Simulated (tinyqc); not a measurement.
# Classical Heisenberg spin chain: exact results, Metropolis, heat-bath and over-relaxation steps, and a Monte Carlo run, step by step

A worked calculation. Computed by tinyqc, a small Python program that keeps every step. Command: `OMP_NUM_THREADS=1 python tinyqc.py 3130569 3130570 out.jsonl heismc walk`. One thread of a shared host (Intel(R) Xeon(R) Processor @ 2.30GHz), about 0.1 s of CPU time with the checks. Intermediate numbers are printed to about 5 digits and carried at full precision; extremes and crossings named in words are read from the listed rows.

E = -J sum_i s_i . s_(i+1) for unit vectors s_i on an open chain; K = J/(k_B T).

Inputs (values chosen for the exercise, for a model chain of large moments):
```
quantity,value,unit
coupling J,28,meV
temperature T,461,K
moment mu,4.6,mu_B
length N of the open chain,12,-
seed,929879,-
```

Update: heat bath.

Constants: k_B = 8.617333262e-05 eV/K; mu_B = 5.7883818060e-05 eV/T.

## Exact results

Each bond angle is independent, so u = <s_i . s_(i+1)> = coth K - 1/K, <s_i . s_(i+n)> = u^n, correlation length xi = -1/ln|u|, energy per bond -J u, heat capacity per bond c/k_B = 1 - K^2/sinh^2 K, and for the long chain chi = mu^2 (1 + u)/(3 k_B T (1 - u)) per spin.

K = 0.70483

u = 0.22751

xi = 0.67543 sites

energy per bond = -6.3704 meV

heat capacity = 0.15035 k_B/bond

chi over the Curie value = 1.5890

chi = 0.016331 mu_B/T per spin

## Finite chain

For N spins, <|sum s|^2>/N = (1 + u)/(1 - u) - 2 u (1 - u^N)/(N (1 - u)^2); the long chain has (1 + u)/(1 - u), chi over the Curie value, and the difference is relative to it.

<|sum s|^2>/N = 1.5255

difference from the long chain = -3.9989 %

## Four single-spin steps

four neighbouring spins (rows; components x, y, z):
```
,1,2,3
1,-0.1262,0.3380,0.9326
2,0.7510,-0.0670,-0.6569
3,0.1154,-0.0431,0.9924
4,0.5108,0.1942,0.8375
```

random numbers, one row a step:
```
,1,2,3
1,0.3019,0.6047,0.4315
2,0.9372,0.7019,0.7540
3,0.6432,0.3252,0.6898
4,0.3173,0.1330,0.8326
```

The given spins are first normalised. Spins 2 and 3 are updated in turn, with h = K (sum of the two neighbours). Heat bath: cos(theta) = 1 + ln(1 - r1 (1 - exp(-2 |h|)))/|h| about n = h/|h|, azimuth 2 pi r2 = phi in the frame a = n x z/|n x z|, b = n x a: s = n cos(theta) + sin(theta)(a cos(phi) + b sin(phi)); r1, r2 are the first two numbers of the row.

Steps:
```
spin,|h|,h . s before,h . s after,move,x,y,z
2,1.3727,-0.9109,1.0407,heat bath,-0.50544,-0.29792,0.80980
3,1.1634,1.1558,-0.7056,heat bath,0.19532,0.80684,-0.55755
2,0.8505,-0.0509,0.1044,heat bath,-0.42727,0.41781,-0.80179
3,0.4361,0.3455,0.2319,heat bath,0.63943,0.48522,-0.59640
```

## A run and its error bars

From the ordered state (alternating for J < 0), with each spin drawn from exp(h . s), h = K x sum of neighbours, 200 sweeps are discarded and 1600 recorded (even and odd sites in turn; random numbers not printed, so these rows are one sample). Errors are the scatter of block means over sqrt(number of blocks).

Blocking:
```
block length,mean bond product,error,<|sum s|^2>/N,error
1,0.22458,0.0043006,1.5351,0.028278
4,0.22458,0.0043495,1.5351,0.030488
16,0.22458,0.0043122,1.5351,0.031788
40,0.22458,0.0040340,1.5351,0.030102
80,0.22458,0.0042642,1.5351,0.030878
```

With blocks of 40 the bond product is 0.7 error bars from the exact u = 0.2275, and <|sum s|^2>/N is 0.3 from the exact 1.525. Blocking to 40 changes the two errors by factors 0.9 and 1.1.

Checks made by the program: c against a difference of the energy (relative difference 4e-10).
